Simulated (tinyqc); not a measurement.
Charge centroid from charge and shift.

Problem. A sheet of N electrons in the storage layer of a charge-trap cell shifts the threshold by U = (q/eps0) N (tb/eb + xc tn/en). Find xc and the distance xc tn from the blocking layer.

Values chosen for this exercise:
```
symbol,value,unit,meaning
tn,4.7,nm,storage layer
en,7.5,,its relative permittivity
tb,11.9,nm,blocking layer
eb,9,,its relative permittivity
```

Constants: q = 1.602176634e-19 C, eps0 = 8.8541878128e-14 F/cm where lengths are in cm. Results are converted to the units shown.

N = 3.5e12 cm^-2
U = 1.0239390 V

Answer. U eps0/(q N) is the electrical distance from the gate; subtract that of the blocking layer.

xc = 0.4700
distance = 2.209 nm

Numbers from tinyqc (`OMP_NUM_THREADS=1 python tinyqc.py 2130075 2130076 out.jsonl`; about 0.07 s on one thread of a shared Intel Xeon 2.30GHz).
